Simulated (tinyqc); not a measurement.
Propagation of a band-gap error through k.p and effective-mass formulas, step by step. Values are carried at full precision from step to step, so a last printed digit may differ when a step is redone from the rounded ones.

Chain, for a gap E (the reference Eg or another value), with Ep and Dso kept: 1/me = 1 + Ep (E + 2 Dso/3)/(E (E + Dso)); g* = 2 - 2 Ep Dso/(3 E (E + Dso)); g1(E) = g1 + (Ep/3)(1/E - 1/Eg), g2(E) = g2 + (Ep/6)(1/E - 1/Eg), light hole 1/(g1 + 2 g2), heavy hole 1/(g1 - 2 g2) along [100]; optical constant ei(E) = 1 + (ei - 1)(EP/(EP + E - Eg))^2, static e0(E) = ei(E) + e0 - ei.

Constants: Ry = 13.60569312 eV; a0 (Bohr radius) = 0.5291772105 angstrom; kB = 8.617333262e-05 eV/K; hbar^2/2m0 = 3.80998211 eV angstrom^2.

Parameters, chosen for this exercise (reference values near those of CdTe, gap at low temperature; the results hold for these values, not for the real material): Eg = 1.63 eV (gap at Gamma to the s-like level); Dso = 0.893 eV (spin-orbit splitting); Ep = 19 eV (Kane energy); g1 = 5.3 (Luttinger gamma1); g2 = 1.7 (gamma2); e0 = 10.03 (static dielectric constant); ei = 7.2 (optical dielectric constant); EP = 5.37 eV (mean (Penn) gap); Eg2 = 1.027 eV (a wrong gap, of the size a semi-local functional can give); mh = 0.52 m0 (density-of-states mass of the holes); T = 400 K (temperature); k = 0.03 1/angstrom (wave vector).

## Masses, g factor and screening for both gaps

Evaluate the chain at Eg and at Eg2.

Band values at the two gaps:
```
quantity      at Eg   at Eg2  ratio
me          0.08864  0.06012  0.678
g*          -0.7505   -3.736      -
g1            5.300    7.581  1.430
g2            1.700    2.841  1.671
light hole   0.1149  0.07540  0.656
heavy hole   0.5263   0.5263  1.000
ei            7.200    8.868  1.232
e0            10.03    11.70  1.166
```

The gap is off by a factor of 0.63; the electron mass follows with 0.68 and the light hole with 0.66, while the heavy hole, which does not couple to the conduction level, keeps its value. The optical constant changes less, by +23 %, as it answers to the mean gap, which shifts by the same -0.60 eV on a base of 5.37 eV. g* moves by -2.99; near zero it is a difference of larger terms, and remote bands, left out here, shift it by tenths.

## Binding energies and densities for both gaps

Donor: R = Ry me/e0^2, a_B = a0 e0/me, Mott density (0.26/a_B)^3. Nc, Nv = 2 (m kT/(4 pi c))^(3/2), c = hbar^2/2m0, ni = sqrt(Nc Nv) exp(-E/2kT). Exciton: Ry mu/e0^2 with 1/mu = 1/me + g1(E). 1 angstrom^-3 = 1e24 cm^-3.

Use the values of the table.

Results:
```
quantity                  at Eg     at Eg2     ratio
R (meV)                   11.99      5.978     0.499
a_B (angstrom)            59.88      103.0      1.72
Mott density (cm^-3)  8.187e+16  1.610e+16     0.197
Nc (cm^-3)            1.020e+18  5.696e+17     0.559
ni (cm^-3)            2.071e+08  9.738e+11  4.70e+03
exciton (meV)             8.156      4.106     0.503
```

Power laws carry the error on: the donor energy (me/e0^2) by a factor of 0.499, the Mott density (cube of me/e0) by 0.197. ni, with its exponential, changes by a factor of 4.70e+03, that is 3.7 decades.

## A scissor shift and what it does not mend

A rigid shift D = Eg - Eg2 of the conduction band restores the gap but leaves the curvature, so the mass stays me(Eg2); redoing the sum 1/m = 1 + Ep (E + 2 Dso/3)/(E (E + Dso)) with E = Eg and the same Ep gives another mass. For optics, eps2 at the edge goes as |p|^2/E^2: a rigid shift keeps the dipole elements p/E, while shifting the energies under unchanged p scales eps2 by (Eg2/Eg)^2.

shift D = 0.603 eV
mass under a rigid shift = 0.0601 m0
mass from the sum with the corrected gap = 0.0886 m0
factor on eps2 if p is left unscaled = 0.397

The rigid shift leaves the mass off by a factor of 0.68. The mass from the corrected gap is the reference me(Eg) here, because the exercise keeps Ep fixed; a real correction of the gap depends on k and changes Ep as well.

## Far from the edge the relative error shrinks

Two-level dispersion E(k) = sqrt(E^2/4 + Ep c k^2) - E/2 at k/4, k, 4k for both gaps, c = hbar^2/2m0.

Energies above the edge:
```
k (1/angstrom)  at Eg (eV)  at Eg2 (eV)  ratio
0.00750             0.0025       0.0039  1.583
0.03000             0.0390       0.0599  1.536
0.12000             0.4914       0.6293  1.281
```

The ratio tends to Eg/Eg2 = 1.59 at k = 0 and goes from 1.583 to 1.281: at large k both curves approach the same slope sqrt(Ep c), while their distance in eV grows towards |Eg - Eg2|/2.

## Checks

- Chain at E = Eg against the inputs g1, g2, ei, e0: they agree to 1e-10 or better.

tinyqc: `OMP_NUM_THREADS=1 python tinyqc.py 1851042 1851043 out.jsonl`; about 0.01 s, one thread, shared Intel(R) Xeon(R) Processor @ 2.30GHz.
